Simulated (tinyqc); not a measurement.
Gate voltage for a given inversion charge.

Question. p-type body, charge-sheet picture, depletion and inversion only, full ionisation (an idealisation for deep acceptors), Boltzmann statistics (rough once Na exp(x - xn) passes about Nc/7). In units of Vt: xg = (Vg - Vfb)/Vt, x = psi/Vt, G = gamma/sqrt(Vt), xn = (2 phiF + Vc)/Vt. The implicit equation is (xg - x)^2 = G^2 [x - 1 + exp(x - xn)] for x above about 3. Cox = eps0 eox/tox. ni = sqrt(Nc Nv) exp(-Eg/(2 Vt)), Eg in volts; phiF = Vt ln(Na/ni); gamma = sqrt(2 q eps0 eps_r Na)/Cox. N_inv = (Cox Vt G/q) [sqrt(x - 1 + exp(x - xn)) - sqrt(x - 1)]. Find x - xn, psi and Vg.

Parameters, values chosen for the exercise; band and dielectric values close to those of silicon: temperature T = 350 K; band gap Eg = 1.1 eV; relative permittivity eps_r = 11.5; conduction-band density of states at T Nc = 3.59e19 cm^-3; valence-band density of states at T Nv = 3.35e19 cm^-3; relative permittivity of the gate insulator (close to silicon nitride) eox = 7.37; insulator thickness tox = 2.8 nm; acceptor density Na = 1.6e18 cm^-3; flat-band voltage Vfb = -0.61 V; channel-body voltage Vc = 1 V.

Constants: q = 1.602176634e-19 C, kB = 1.380649e-23 J/K, Vt = kB T/q, eps0 = 8.8541878128e-14 F/cm where lengths are in cm. Results are converted to the units shown.

N_inv = 4.8e10 cm^-2

Solution. N_inv rises steadily with x, so it fixes x; the implicit equation then gives xg directly.

x - xn = -0.02799
psi = 1.914 V
Vg = 1.732 V

Program tinyqc, `OMP_NUM_THREADS=1 python tinyqc.py 2122188 2122189 out.jsonl`; Intel Xeon 2.30GHz, shared host, one thread, about 0.01 s.
